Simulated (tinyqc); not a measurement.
Critical temperature from a phonon spectrum: McMillan, Allen-Dynes and the linearised Eliashberg equation: one step, computed by the program tinyqc.

alpha^2 F(omega) = sum_i (lambda_i omega_i/2) delta(omega - omega_i), so that lambda = 2 int alpha^2 F/omega d omega = sum_i lambda_i.

Question. McMillan and Allen-Dynes. McMillan form: k_B T_c = (omega_log/1.2) exp[-1.04 (1 + lambda)/(lambda - mu* (1 + 0.62 lambda))]. Allen-Dynes multiplies it by f1 f2: f1 = [1 + (lambda/L1)^(3/2)]^(1/3), L1 = 2.46 (1 + 3.8 mu*); f2 = 1 + (omega_rms/omega_log - 1) lambda^2/(lambda^2 + L2^2), L2 = 1.82 (1 + 6.3 mu*) omega_rms/omega_log.

Inputs (values chosen for the exercise, for a model metal): Coulomb pseudopotential mu* = 0.15.

Peaks in alpha^2 F: two.

lambda = 1.753

omega_rms = 45.29771 meV

omega_log = 35.92311 meV

Constants: k_B = 8.617333262e-05 eV/K.

Give: T_c, McMillan form; f1; f2; T_c, Allen-Dynes.

Answer.

T_c, McMillan form = 47.57 K

f1 = 1.093

f2 = 1.035

T_c, Allen-Dynes = 53.80 K

The two corrections raise T_c by 13.1 %. Caution: for lambda above about 1.5 the plain McMillan form saturates and falls short. Caution: a phonon-mediated T_c this high is known only in hydrides under high pressure.
